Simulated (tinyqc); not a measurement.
# One-dimensional ballistic tunnel FET, two-band WKB: two studies

A p-type source for x < 0 with its Fermi level at 0 and its valence edge at ds; in the channel the bands fall as D exp(-x/lam) towards their flat values, with the conduction edge at Ec = ds - dP and D = dP + Eg. The gate moves dP one to one. The drain Fermi level lies at -Vd and the drain side reflects nothing. For w = E - Ec between 0 and dP an electron crosses the gap. Two-band dispersion with equal masses m: inside the gap kappa = sqrt(m u (1 - u/Eg)/C), u the distance from a band edge, C = hbar^2/(2 m0).

Parameters, values chosen for the exercise; band and dielectric values close to those of indium phosphide: temperature T = 350 K; band gap Eg = 1.33 eV; band-edge mass of the two-band model m = 0.077 m0; screening length of the source junction lam = 3.9 nm; source valence edge above the source Fermi level ds = 0.12 eV; drain bias Vd = 0.3 V; number of degenerate subbands (spin apart) g = 1; tunnelling window Ev(source) - Ec(channel) dP = 0.38 eV.

Constants: q = 1.602176634e-19 C, kB = 1.380649e-23 J/K, hbar = 1.054571817e-34 J s, h = 6.62607015e-34 J s, m0 = 9.1093837015e-31 kg, Vt = kB T/q, hbar^2/(2 m0) = 0.0380998212 eV nm^2. Results are converted to the units shown.

Each table varies one quantity; the others keep the values above.

## Output curve

S(w) = 2 lam int_0^Eg kappa(u) du/(w + Eg - u) = 2 pi lam sqrt(m/(C Eg)) [w + Eg/2 - sqrt(w (w + Eg))], T(w) = exp(-S). I = g (2 q^2/h) int_0^dP T(w) [f(E) - f(E + Vd)] dw, E = ds - dP + w, f(x) = 1/(1 + exp(x/Vt)). Swing = d(dP)/d(log10 I).

Output curve:

| Vd (V) | I (uA) |
|---|---|
| 0.02 | 3.054e-4 |
| 0.09 | 9.302e-4 |
| 0.16 | 0.001138 |
| 0.24 | 0.001189 |
| 0.31 | 0.001194 |
| 0.38 | 0.001195 |
| 0.45 | 0.001195 |
| 0.53 | 0.001195 |
| 0.6 | 0.001195 |

I rises from 3.05e-4 to 0.00119 uA; it reaches 95 % of the last value at Vd = 0.16 V among the rows. The drain Fermi level passes the channel conduction edge at Vd = dP - ds = 0.260 V, after which the back flow dies out. The window dP is held fixed.

## Effect of the screening length

Same model as above.

Results:

| lam (nm) | T(w = dP) | I (uA) | swing (mV/decade) |
|---|---|---|---|
| 1 | 0.1572 | 1.265 | 350.5 |
| 2 | 0.02471 | 0.1026 | 237.5 |
| 3 | 0.003884 | 0.009473 | 182.8 |
| 4 | 6.104e-4 | 9.518e-4 | 150.2 |
| 5 | 9.595e-5 | 1.016e-4 | 128.3 |
| 7 | 2.371e-6 | 1.321e-6 | 100.7 |
| 8 | 3.726e-7 | 1.586e-7 | 91.27 |

Estimate the missing row, lam = 6 nm.

Computed row:

| lam (nm) | T(w = dP) | I (uA) | swing (mV/decade) |
|---|---|---|---|
| 6 | 1.508e-5 | 1.137e-5 | 112.6 |

With this row back in the table: I falls from 1.27 to 1.59e-7 uA, on average 0.986 decades a nanometre; S is proportional to lam, and at w = dP it gives 0.804. The swing falls from 350 to 91.3 mV/decade. In 1 of the 8 rows S at w = dP is below 2, where a WKB prefactor of 1 is a rough guess.

tinyqc, about 0.01 s, one thread, Intel Xeon 2.30GHz (shared host): `OMP_NUM_THREADS=1 python tinyqc.py 2620122 2620123 out.jsonl`
